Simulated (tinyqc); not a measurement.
Penn model of the dielectric constant and Phillips ionicity: sweeps and comparisons. A value that a table varies takes the place of the one given here.

n = 32/a^3; Ep^2 = 8 pi c e2 n with c = hbar^2/2m0, e2 = e^2/(4 pi eps0); EF = c (3 pi^2 n)^(2/3); eps = 1 + (Ep/Eg)^2 S with S = 1 - Eg/(4 EF) + (Eg/(4 EF))^2/3, Eg the Penn gap. Core d shells are left out.

Phillips: bond length d = sqrt(3) a/4; homopolar gap Eh = 39.74 d^(-2.48) eV (d in angstrom); Eg^2 = Eh^2 + C^2; ionicity fi = C^2/Eg^2.

Constants: hbar^2/2m0 = 3.80998211 eV angstrom^2; e^2/(4 pi eps0) = 14.39964547 eV angstrom.

Inputs chosen for the exercise (out of a larger set: near those of GaAs; not measured data):
```
symbol  value  unit      meaning
a       5.649  angstrom  cubic lattice constant, 32 valence electrons a cell
C0      2.96   eV        ionic gap, held fixed
ei      10.72            high-frequency dielectric constant
```

## Dielectric constant under pressure

The lattice constant is scaled by the factor listed; C = C0.

Results:
```
factor  Eh (eV)  Eg (eV)  Ep (eV)    eps     fi
0.94      5.040    5.845   17.167  8.694  0.256
0.96      4.784    5.626   16.633  8.795  0.277
0.98      4.545    5.424   16.126  8.877  0.298
0.99      4.432    5.330   15.883  8.911  0.308
1.00      4.323    5.240   15.645  8.940  0.319
1.01      4.218    5.153   15.413  8.965  0.330
1.02      4.116    5.070   15.187  8.985  0.341
1.04      3.923    4.914   14.751  9.011  0.363
```

What does this show, and why?

d ln eps/d ln a = +0.30 around factor 1: eps falls under compression. Ep^2 goes as a^-3 and Eh^2 as a^-4.96; with C fixed Eg^2 goes as a^-3.38 at fi = 0.319, and leaving S aside the two powers balance at fi = 0.395. The slope is a difference of two powers and the model omits d shells and any change of C, so it is no prediction for a real crystal; eps from C0 (row 1.00) need not match a measured ei.

## What moves the Penn gap and the ionicity

Eg from ei; fi = 1 - (Eh/Eg)^2, printed even where negative. Each row changes one parameter from the base and keeps the others.

Results:
```
case                Ep (eV)  Eg (eV)  Eh (eV)     fi
base                 15.645    4.761    4.323  0.175
a = 5.762 angstrom   15.187    4.619    4.116  0.206
ei = 9.65            15.645    5.032    4.323  0.262
```

How do the results move?

The largest shifts from the base row, up to three for each result and ties (the steps differ in size, so this ranks the rows, not the parameters). Ep (eV): a -0.458; unchanged at the printed digits by ei. Eg (eV): ei +0.271, a -0.142. Eh (eV): a -0.207; unchanged at the printed digits by ei. fi: ei +0.086, a +0.031. With the tabulated Phillips C of about 2.9 eV, fi would be 0.31; this model leaves out the d-shell factor.

tinyqc: `OMP_NUM_THREADS=1 python tinyqc.py 1680448 1680449 out.jsonl`; about 0.01 s, one thread, shared Intel(R) Xeon(R) Processor @ 2.30GHz.
